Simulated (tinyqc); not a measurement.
Inside a calculation. Method: sp3 tight binding, zinc-blende lattice. One step of it, computed by the program tinyqc.

Question. Levels at k. Diagonalise the Hermitian matrix.

H(k) at k (eV), lower triangle (Hermitian):
```
                      a s                a px                 a py                 a pz
a s            -17.330000
a px             0.000000           -7.770000
a py             0.000000            0.000000            -7.770000
a pz             0.000000            0.000000             0.000000            -7.770000
c s   -6.496780-3.085716i  3.689537+3.128532i  -3.331548-3.464705i  -2.198769-5.249680i
c px  -3.689537-3.128532i  2.505901+1.190205i   2.794191+6.671283i   4.233725+4.402941i
c py   3.331548+3.464705i  2.794191+6.671283i   2.505901+1.190205i  -4.688656-3.975732i
c pz   2.198769+5.249680i  4.233725+4.402941i  -4.688656-3.975732i   2.505901+1.190205i

             c s       c px       c py       c pz
c s   -10.640000
c px    0.000000  -4.270000
c py    0.000000   0.000000  -4.270000
c pz    0.000000   0.000000   0.000000  -4.270000
```

Give: eigenvalues; weights |c|^2 of the basis functions.

Answer.

eigenvalues (eV): -25.058  -20.903  -15.689  -15.377  -1.023  3.015  3.630  7.315

weights |c|^2 of the basis functions:
```
      band 1  band 2  band 3  band 4  band 5  band 6  band 7  band 8
a s    0.644   0.052   0.001   0.007   0.255   0.007   0.000   0.034
a px   0.006   0.163   0.343   0.047   0.041   0.062   0.199   0.139
a py   0.007   0.162   0.236   0.157   0.033   0.056   0.210   0.138
a pz   0.018   0.144   0.010   0.381   0.047   0.278   0.000   0.123
c s    0.197   0.256   0.002   0.017   0.463   0.011   0.000   0.054
c px   0.034   0.088   0.233   0.032   0.057   0.092   0.287   0.179
c py   0.037   0.081   0.168   0.104   0.046   0.083   0.304   0.177
c pz   0.056   0.054   0.007   0.256   0.060   0.411   0.000   0.156
```
